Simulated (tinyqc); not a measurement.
Hexagonal on-chip spiral inductor, lumped pi model: quality factor against frequency.

Outer diameter do = di + 2 n wd + 2 (n - 1) sp, mean da = (do + di)/2, fill p = (do - di)/(do + di), length l = 3.464 n da. L = 2.33 mu0 n^2 da/(1 + 3.82 p), mu0 = 4 pi 1e-7 H/m. Rs = rho l/(wd delta (1 - exp(-th/delta))), delta = sqrt(rho/(pi f mu0)). Cs = n wd^2 eps0 eo/hu across the coil. At each end Cox = l wd eps0 eo/(2 ho) leads to the substrate branch Rsi = 2 rs he/(l wd) in parallel with Csi = l wd eps0 11.7/(2 he). With one end grounded Y = 1/(Rs + i w L) + i w Cs + 1/[1/(i w Cox) + 1/(1/Rsi + i w Csi)], w = 2 pi f; Q = -Im Y/Re Y. Eddy currents in neighbouring turns and in the substrate are left out.

Apparent inductance Im(1/Y)/w; share of the loss Re(substrate branch)/Re Y.

Inputs (values chosen for the exercise); values of the order met in silicon radio-frequency processes: number of turns n = 1.5; line width wd = 8 um; space between turns sp = 3 um; inner diameter di = 60 um; metal thickness th = 0.9 um; metal resistivity rho = 1.9 uohm cm; oxide below the coil ho = 4.7 um; oxide between coil and underpass hu = 1.5 um; relative permittivity of the oxide eo = 3.9; substrate resistivity rs = 100 ohm cm; effective spreading depth in the substrate he = 80 um.

Constants: eps0 = 8.8541878128e-12 F/m. Results are converted to the units shown.

Results:
```
f (GHz)  Rs (ohm)  w L/Rs      Q  apparent inductance (nH)  loss in the substrate (%)
2.5         1.370   3.263  3.262                    0.2846                    0.02183
4.1         1.484   4.941  4.934                    0.2847                    0.05184
6.7         1.636   7.323  7.299                    0.2851                     0.1230
11          1.844   10.66  10.58                    0.2860                     0.2910
29          2.501   20.73  19.67                    0.2954                      1.465
48          3.042   28.21  24.55                    0.3164                      3.238
79          3.773   37.43  25.36                    0.3911                      6.806
130         4.758   48.85  11.01                     1.083                      13.55
```

Estimate the missing row, f = 18 GHz.

Computed row:
```
f (GHz)  Rs (ohm)  w L/Rs      Q  apparent inductance (nH)  loss in the substrate (%)
18          2.127   15.13  14.81                    0.2886                     0.6703
```

With this row back in the table: Q goes from 3.26 through a maximum of 25.4 (at f = 79 GHz among the rows listed) to 11.0; the exact peak is 26.0 at 66.4 GHz and Q reaches zero at the self-resonance, 151 GHz. The share of the substrate rises from 0.0218 to 13.6 %, and the apparent inductance ends at 3.80 times L. At the peak the substrate takes 5.29 % of the loss. For f = 79, 130 the coil is longer than 0.15 of a wavelength in the oxide, where one lumped section is rough.

tinyqc, about 0.01 s, one thread, Intel Xeon 2.30GHz (shared host): `OMP_NUM_THREADS=1 python tinyqc.py 2302243 2302244 out.jsonl`
